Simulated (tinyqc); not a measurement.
Comparisons within one model: Bethe-Salpeter matrix of a two-band chain (Tamm-Dancoff form). A value that a table varies takes the place of the one given here.

One valence and one conduction band, lattice period 1, mesh k = 2 pi j/N. Pair energies D(k) = Eg + 2 t sum(1 - cos k), t = tc + tv. Screened attraction W(R) = U at R = 0 and V/|R| otherwise, R over the N cells with the nearest image; W(q) = sum_R W(R) cos(q R). H(k, k') = D(k) delta - W(k - k')/Nk + 2 J/Nk for singlets (J = 0 for triplets), Nk the number of k points. With a constant transition dipole the strength of a state is f = (sum_k A_k)^2/Nk, and the f sum to 1.

Parameters, chosen for this exercise:

| symbol | value | unit | meaning |
|---|---|---|---|
| Eg | 3.9 | eV | quasiparticle gap |
| tc | 0.12 | eV | conduction hopping |
| tv | 0.47 | eV | valence hopping |
| U | 0.43 | eV | attraction in the same cell |
| V | 0 | eV | attraction at one cell distance |
| J | 0.28 | eV | exchange in the same cell |
| fs | (0.1, 0.25, 0.5, 1, 1.5, 2, 3) |  | scale factors of U and V |

## Convergence with the k mesh

Lowest triplet and singlet, and f of the singlet, against N.

Results:

| N | Eg - E triplet (eV) | Eg - E singlet (eV) | f singlet |
|---|---|---|---|
| 4 | 0.1355 | -0.0304 | 0.2178 |
| 6 | 0.1042 | -0.0195 | 0.1349 |
| 8 | 0.0902 | -0.0141 | 0.0943 |
| 12 | 0.0797 | -0.0088 | 0.0549 |
| 20 | 0.0761 | -0.0047 | 0.0255 |
| 40 | 0.0759 | -0.0018 | 0.0074 |
| 100 | 0.0759 | -0.0004 | 0.0009 |

U - 2J = -0.13 eV is not attractive and V = 0, so the singlet is unbound: its level tends to the edge of the continuum and f to zero. The coarsest mesh misjudges the triplet binding by +0.0596 eV against the finest: a mesh of N points along an axis repeats the pair every N cells. The triplet is within 1 meV of the last row from N = 20 on. The singlet is within 1 meV of the last row from N = 100 on, a loose bar for so small a binding, which only that row meets, so it has not settled.

## Strength of the attraction

Triplets, N = 100; U and V scaled together, as weaker screening would do. f is the weight at R = 0. For V = 0 the infinite chain has binding sqrt(4 t^2 + U^2) - 2t and f = U/sqrt(4 t^2 + U^2), t = tc + tv.

Results:

| scale | U/t | binding (eV) | f | Eg - second level (eV) | contact formula (eV) |
|---|---|---|---|---|---|
| 0.10 | 0.07 | 0.0009 | 0.034 | -0.0015 | 0.0008 |
| 0.25 | 0.18 | 0.0049 | 0.091 | -0.0009 | 0.0049 |
| 0.50 | 0.36 | 0.0194 | 0.179 | -0.0007 | 0.0194 |
| 1.0 | 0.73 | 0.0759 | 0.342 | -0.0007 | 0.0759 |
| 1.5 | 1.09 | 0.1648 | 0.480 | -0.0006 | 0.1648 |
| 2.0 | 1.46 | 0.2801 | 0.589 | -0.0006 | 0.2801 |
| 3.0 | 2.19 | 0.5683 | 0.738 | -0.0006 | 0.5683 |

On a mesh 1.5 times finer the binding changes by more than 5 % at scale 0.1, so there it is set by the mesh. The binding grows with exponent 1.99 between scales 0.25 and 0.5 and 1.74 over the last two rows (for a weak contact attraction 2 in a chain and larger in a plane, where it binds exponentially weakly, 1 for a pair held in one cell). f rises from 0.034 to 0.738. On this mesh no second level lies below the gap. 

## Exciton band

Triplets, solved in the electron-hole distance R on a ring of 60 cells, total momentum Q: D = Eg + 2 tc (1 - cos(k + Q/2)) + 2 tv (1 - cos(k - Q/2)), so the hopping in R has size |t(Q)| = sqrt(tc^2 + tv^2 + 2 tc tv cos Q) and the continuum starts at Eg + 2 (tc + tv) - 2 |t(Q)|.

Results:

| Q/pi | \|t(Q)\| (eV) | continuum edge (eV) | exciton (eV) | binding (eV) | weight at R = 0 |
|---|---|---|---|---|---|
| 0.000 | 0.5900 | 3.9000 | 3.8241 | 0.0759 | 0.342 |
| 0.167 | 0.5771 | 3.9259 | 3.8484 | 0.0775 | 0.349 |
| 0.333 | 0.5401 | 3.9998 | 3.9174 | 0.0824 | 0.370 |
| 0.500 | 0.4851 | 4.1098 | 4.0188 | 0.0910 | 0.405 |
| 0.667 | 0.4230 | 4.2341 | 4.1311 | 0.1030 | 0.453 |
| 0.833 | 0.3710 | 4.3381 | 4.2225 | 0.1156 | 0.501 |
| 1.000 | 0.3500 | 4.3800 | 4.2585 | 0.1215 | 0.523 |

The exciton band is 0.4344 eV wide, against 0.4800 eV for the edge of the continuum: binding narrows it, since electron and hole must hop together. The binding grows from 0.076 to 0.122 eV as |t(Q)| falls. Between the first two rows the exciton rises 0.94 times as much as the edge, so it is heavier than the free pair.

## What each parameter does

N = 100: lowest singlet, its binding and f, and the singlet-triplet splitting. Each row changes one parameter from the base and keeps the others.

Results:

| case | singlet (eV) | binding (eV) | f | splitting (eV) |
|---|---|---|---|---|
| base | 3.9004 | -0.0004 | 0.001 | 0.0763 |
| Eg = 4.1 eV | 4.1004 | -0.0004 | 0.001 | 0.0763 |
| tc = 0.16 eV | 3.9004 | -0.0004 | 0.001 | 0.0718 |
| tv = 0.28 eV | 3.9003 | -0.0003 | 0.001 | 0.1086 |
| U = 0.52 eV | 3.9002 | -0.0002 | 0.004 | 0.1097 |
| V = 0.1 eV | 3.8784 | 0.0216 | 0.064 | 0.1017 |
| J = 0.42 eV | 3.9005 | -0.0005 | 0.000 | 0.0764 |

The largest shifts from the base row, up to three for each result and ties (the steps differ in size, so this ranks the rows, not the parameters). singlet (eV): Eg +0.2000, V -0.0220, U -0.0002; unchanged at the printed digits by tc. binding (eV): V +0.0220, U +0.0002, tv +0.0001, J -0.0001; unchanged at the printed digits by Eg and tc. f: V +0.063, U +0.003, J -0.001; unchanged at the printed digits by Eg, tc and tv. splitting (eV): U +0.0334, tv +0.0322, V +0.0254; unchanged at the printed digits by Eg. At zero total momentum only the sum tc + tv enters. With U - 2J not attractive and V = 0 the base singlet is unbound; its binding and f only reflect the mesh.

(tinyqc, `OMP_NUM_THREADS=1 python tinyqc.py 1281083 1281084 out.jsonl`, Intel(R) Xeon(R) Processor @ 2.30GHz, 1 thread, shared host, about 0.1 s.)
